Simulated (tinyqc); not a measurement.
# Trap density and grain size from the barrier

Problem. With all traps filled Vb = q Qt^2/(8 eps0 eps_r N), and in that limit the barrier is largest at N* = Qt/Lg. Find Qt, Lg and the depleted width Qt/N.

Inputs (values chosen for the exercise):

| symbol | value | unit | meaning |
|---|---|---|---|
| eps_r | 11.7 |  | relative permittivity of the semiconductor |

Constants: q = 1.602176634e-19 C, eps0 = 8.8541878128e-14 F/cm where lengths are in cm. Results are converted to the units shown.

barrier at N = 6.8e17 cm^-3 = 0.092113209 V
doping of the largest barrier = 2.25e17 cm^-3

Answer. The barrier gives Qt, and N* then gives Lg.

Qt = 1.80e12 cm^-2
Lg = 80.0 nm
depleted width = 26.5 nm

tinyqc, about 0.01 s, one thread, Intel Xeon 2.30GHz (shared host): `OMP_NUM_THREADS=1 python tinyqc.py 2610145 2610146 out.jsonl`
